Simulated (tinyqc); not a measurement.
Radius from the resistance.

Question. Two half-spaces of a free-electron metal (one valley, spin 2) meet through a circular opening of radius a in an insulating sheet. kF = (3 pi^2 n)^(1/3), resistivity rho = hbar kF/(n q^2 l). Maxwell: RM = rho/(2 a); Sharvin: RS = 4 rho l/(3 pi a^2); interpolation R = RS + gamma RM, gamma = (1 + 0.83 K)/(1 + 1.33 K), K = l/a. Find a.

Inputs (values chosen for the exercise):

| symbol | value | unit | meaning |
|---|---|---|---|
| n | 3.4e22 | cm^-3 | free-electron density |
| l | 26 | nm | mean free path |

Constants: q = 1.602176634e-19 C, hbar = 1.054571817e-34 J s. Results are converted to the units shown.

R = 438.22044 ohm

Solution. R falls steadily as a grows, so there is one root, found by bisection.

a = 1.10 nm
K = 23.6

Numbers from tinyqc (`OMP_NUM_THREADS=1 python tinyqc.py 2760094 2760095 out.jsonl`; about 0.01 s on one thread of a shared Intel Xeon 2.30GHz).
